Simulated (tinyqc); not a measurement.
Inside a calculation. Model: junctionless gate-all-around wire, depletion approximation.

Computed by the program tinyqc: `OMP_NUM_THREADS=1 python tinyqc.py 2460157 2460158 out.jsonl`, one thread of a shared Intel Xeon 2.30GHz, about 0.01 s for the whole run. Printed values are rounded.

A uniformly doped n-type wire of radius R under a surrounding gate; long channel. Below flat band a shell from radius rc to R is fully depleted and the neutral core, at channel potential V (0 at the source, Vd at the drain), carries the current with constant mobility; s = (rc/R)^2 is the share of the cross-section that conducts. The edge of the depleted shell is taken as abrupt, so there is no subthreshold current.

Inputs (values chosen for the exercise); material values close to those of silicon:

| symbol | value | unit | meaning |
|---|---|---|---|
| eps_r | 11.9 |  | relative permittivity of the semiconductor |
| eox | 22 |  | relative permittivity of the gate insulator |
| tox | 12 | nm | insulator thickness |
| R | 20 | nm | wire radius |
| Nd | 1.2e18 | cm^-3 | donor density |
| Vfb | 0.6 | V | flat-band voltage |
| mu | 98 | cm^2/(V s) | effective mobility in the wire |
| L | 0.5 | um | gate length |
| Vg | 0.53 | V | gate voltage |
| Vd | 0.05 | V | drain voltage |

Constants: q = 1.602176634e-19 C, eps0 = 8.8541878128e-14 F/cm where lengths are in cm. Results are converted to the units shown.

## Voltages that deplete the wire

Cox = eps0 eox/(R ln(1 + tox/R)); A = q Nd R^2/(4 eps0 eps_r); B = q Nd R/(2 Cox); VT = Vfb - A - B.

Cox = 2.07224 uF/cm^2
A = 0.182472 V
B = 0.0927794 V
VT = 0.324749 V

Of the 0.275 V needed, 33.7 % drops over the insulator. The device is normally off.

## Iteration 1: conducting share at the source by Newton steps

s at the start = 0.5

With V = 0: f = A (1 - s + s ln s) + B (1 - s) - (Vfb - Vg); f' = A ln s - B; s(new) = s - f/f'.

f = 0.00438569 V
f' = -0.219259 V
s after iteration 1 = 0.520002

## Iteration 2: conducting share at the source by Newton steps

As before.

f = 7.20511e-5 V
f' = -0.212102 V
s after iteration 2 = 0.520342

## Course of the iteration: conducting share at the source by Newton steps

Stop when s changes by less than 1e-11, or after 30 iterations. s must stay positive.

Course of the iteration:
```
iteration         s  |change|
1          0.520002    0.0200
2          0.520342   3.40e-4
3          0.520342   9.55e-8
4          0.520342  7.44e-15
```

Converged in 4 iterations. The change falls from 0.020 in the first iteration to below the tolerance in the last.

## Core radius, conductance and current

s0 = 0.520342
sL = 0.322127

s solves Vfb - Vg + V = A (1 - s + s ln s) + B (1 - s), and s = 0 where the left side exceeds A + B. I = (q mu Nd pi R^2/L)[g(s0) - g(sL)], g = A (s^2/4 - (s^2/2) ln s) + B s^2/2, with s0 at V = 0 and sL at V = Vd. rc = R sqrt(s0); the small-signal conductance at Vd = 0 is q mu Nd pi R^2 s0/L.

rc at the source = 14.4269 nm
conductance = 2.46403 uS
I = 0.0983895 uA
